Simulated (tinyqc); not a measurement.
Defect-molecule model of a vacancy with Jahn-Teller distortion: sweeps and comparisons. A value that a table varies takes the place of the one given here.

Four dangling hybrids a, b, c, d point into the vacancy: H_ii = E0, and -gm between any two. A tetragonal distortion Q pairs a with b and c with d: those two couplings become -gm - I Q and the other four -gm + I Q/2, at an elastic cost k Q^2/2. The a1 level holds two electrons; charge states 2+, + and 0 put n = 0, 1, 2 more into the lowest level of t2 origin. Energy from the 2+ state at Q = 0, with the Fermi level mu counted from Ev: W_n(Q) = n (et - 2 I Q) + k Q^2/2 + Uc n (n - 1)/2 - n mu. et = E0 + gm is the undistorted t2 level.

Constants: kB = 8.617333262e-05 eV/K.

Values chosen for the exercise (of the size used for the vacancy in silicon; the results hold for these values, not for the real material):

| symbol | value | unit | meaning |
|---|---|---|---|
| E0 | 0.15 | eV | level of a dangling hybrid, from Ev |
| gm | 0.3 | eV | coupling between two dangling hybrids |
| I | 1.16 | eV/angstrom | Jahn-Teller coupling |
| k | 13.4 | eV/angstrom^2 | force constant of the mode |
| Uc | 0.29 | eV | repulsion of two electrons in one orbital |
| T | 300 | K | temperature |
| mu1 | 0.07 | eV | first Fermi level |

## Occupation against the Fermi level

Weights g_n exp(-W_n/kT) with W_n = n et - n^2 E_JT + Uc n (n - 1)/2 - n mu, E_JT = 2 I^2/k, degeneracies 1, 6 (spin and three axes) and 3; mu = mu1 + 0.03 j eV.

Shares:

| mu (eV) | 2+ | + | 0 | mean charge |
|---|---|---|---|---|
| 0.07 | 0.9940 | 0.0058 | 0.0002 | 1.9937 |
| 0.10 | 0.9795 | 0.0183 | 0.0021 | 1.9774 |
| 0.13 | 0.9241 | 0.0552 | 0.0207 | 1.9035 |
| 0.16 | 0.7050 | 0.1344 | 0.1605 | 1.5445 |
| 0.19 | 0.2546 | 0.1549 | 0.5905 | 0.6642 |
| 0.22 | 0.0377 | 0.0731 | 0.8892 | 0.1484 |
| 0.25 | 0.0040 | 0.0250 | 0.9709 | 0.0331 |
| 0.28 | 0.0004 | 0.0080 | 0.9916 | 0.0088 |
| 0.31 | 0.0000 | 0.0025 | 0.9974 | 0.0026 |

U_eff = Uc - 2 E_JT = -0.112 eV and kT = 25.9 meV. The + state reaches at most 15.5 % on these rows, at mu = 0.19 eV. The mean charge goes from 1.99 to 0.00.

## When U turns negative

The force constant is varied. E_JT = 2 I^2/k, E(2+/+) = et - E_JT, E(+/0) = et - 3 E_JT + Uc, U_eff = Uc - 2 E_JT.

Against k:

| k (eV/angstrom^2) | E_JT (eV) | (2+/+) (eV) | (+/0) (eV) | U_eff (eV) | Q of the neutral state (angstrom) |
|---|---|---|---|---|---|
| 8 | 0.3364 | 0.1136 | -0.2692 | -0.3828 | 0.5800 |
| 12 | 0.2243 | 0.2257 | 0.0672 | -0.1585 | 0.3867 |
| 16 | 0.1682 | 0.2818 | 0.2354 | -0.0464 | 0.2900 |
| 24 | 0.1121 | 0.3379 | 0.4036 | 0.0657 | 0.1933 |
| 32 | 0.0841 | 0.3659 | 0.4877 | 0.1218 | 0.1450 |
| 48 | 0.0561 | 0.3939 | 0.5718 | 0.1779 | 0.0967 |
| 64 | 0.0420 | 0.4079 | 0.6139 | 0.2059 | 0.0725 |
| 96 | 0.0280 | 0.4220 | 0.6559 | 0.2339 | 0.0483 |

k at which U_eff = 0 = 18.56 eV/angstrom^2

Levels below 0 lie in the valence band. U_eff is negative for k below 4 I^2/Uc = 18.6: 3 of the 8 rows. The gain grows as n^2, so the second electron wins 3 E_JT where the first wins E_JT. For a stiff lattice the levels tend to et = 0.450 and et + Uc = 0.740 eV. Distortions above about 0.5 angstrom (1 of the rows) are beyond a linear coupling.

## What each parameter does

E_JT = 2 I^2/k, E(2+/+) = et - E_JT, E(+/0) = et - 3 E_JT + Uc, U_eff = E(+/0) - E(2+/+); a1 level E0 - 3 gm. Each row changes one parameter from the base and keeps the others.

Results:

| case | (2+/+) (eV) | (+/0) (eV) | U_eff (eV) | a1 (eV) |
|---|---|---|---|---|
| base | 0.2492 | 0.1375 | -0.1117 | -0.7500 |
| E0 = 0.2 eV | 0.2992 | 0.1875 | -0.1117 | -0.7000 |
| gm = 0.34 eV | 0.2892 | 0.1775 | -0.1117 | -0.8700 |
| I = 1.276 eV/angstrom | 0.2070 | 0.0110 | -0.1960 | -0.7500 |
| k = 14.74 eV/angstrom^2 | 0.2674 | 0.1923 | -0.0752 | -0.7500 |
| Uc = 0.35 eV | 0.2492 | 0.1975 | -0.0517 | -0.7500 |

The largest shifts from the base row, up to three for each result and ties (the steps differ in size, so this ranks the rows, not the parameters). (2+/+) (eV): E0 +0.0500, I -0.0422, gm +0.0400; unchanged at the printed digits by Uc. (+/0) (eV): I -0.1265, Uc +0.0600, k +0.0548. U_eff (eV): I -0.0844, Uc +0.0600, k +0.0365; unchanged at the printed digits by E0 and gm. a1 (eV): gm -0.1200, E0 +0.0500; unchanged at the printed digits by I, k and Uc. E0 and gm move both levels alike, so U_eff depends on I, k and Uc alone.

Run: tinyqc, `OMP_NUM_THREADS=1 python tinyqc.py 1452437 1452438 out.jsonl`; Intel(R) Xeon(R) Processor @ 2.30GHz, one thread, shared host; about 0.01 s of CPU time with all checks.
